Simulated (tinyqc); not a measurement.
On-chip interconnect, size-dependent resistivity and RC delay: two steps of the calculation.

A rectangular line between two neighbours and two ground planes. Surface and grain-boundary scattering are added to the bulk resistivity as corrections; capacitances are parallel-plate values without fringing; inductance is ignored.

Parameters, values chosen for the exercise; metal values close to those of tungsten: bulk resistivity rho0 = 5.17 uohm cm; bulk mean free path lam = 15.9 nm; specular share of surface scattering ps = 0; reflection coefficient of grain boundaries Rg = 0.3; grain size over the metal width gr = 1; drawn line width wd = 29 nm; aspect ratio, height over width AR = 1.4; liner on both walls and the bottom, not conducting tl = 1 nm; space to the neighbouring lines sp = 35 nm; dielectric height to the planes above and below hd = 34 nm; relative permittivity of the dielectric ek = 2.5; Miller factor of the neighbours Mf = 1; line length Lw = 140 um; driver resistance Rd = 15000 ohm; load capacitance Cl = 0.33 fF.

Constants: eps0 = 8.8541878128e-12 F/m. Results are converted to the units shown.

Task 1. Resistivity, resistance and capacitance per length. Metal width x = wd - 2 tl, height y = AR wd - tl; grain boundaries (Mayadas-Shatzkes): al = (lam/(gr x)) Rg/(1 - Rg), g = 1/[1 - 3 al/2 + 3 al^2 - 3 al^3 ln(1 + 1/al)] - 1; surfaces (Fuchs-Sondheimer, thick limit): s = (3/8) lam (1 - ps)(1/x + 1/y); rho = rho0 (1 + g + s); r = rho/(x y); c = eps0 ek (2 wd/hd + 2 Mf AR wd/sp).

Find: x; y; al; g; s; rho; r; c.

Result 1.

x = 27.00 nm
y = 39.60 nm
al = 0.2524
g = 0.3601
s = 0.3714
rho = 8.952 uohm cm
r = 83.72 ohm/um
c = 0.08911 fF/um

Task 2. Ladder and Elmore delays. 4 equal pi sections: series Rs = r Lw/4; node capacitances c Lw/4, halved at nodes 0 and 4, with Cl added to node 4; Rd feeds node 0. Elmore delay of node k: the sum, over the resistors on the path to k, of resistance times all capacitance downstream of it.

r = 83.722737 ohm/um
c = 0.089114796 fF/um

Wanted: Rs; C; Elmore delay.

Result 2.

Rs = 2930 ohm

```
node  C (fF)  Elmore delay (ps)
0      1.560              192.1
1      3.119              225.0
2      3.119              248.9
3      3.119              263.5
4      1.890              269.1
```

The far-end value equals Rd (c Lw + Cl) + r Lw (c Lw/2 + Cl) for any number of pi sections; the line resistance contributes 28.6 % of it.

Computed by the program tinyqc: `OMP_NUM_THREADS=1 python tinyqc.py 2100113 2100114 out.jsonl`, one thread of a shared Intel Xeon 2.30GHz, about 0.01 s for the whole run.
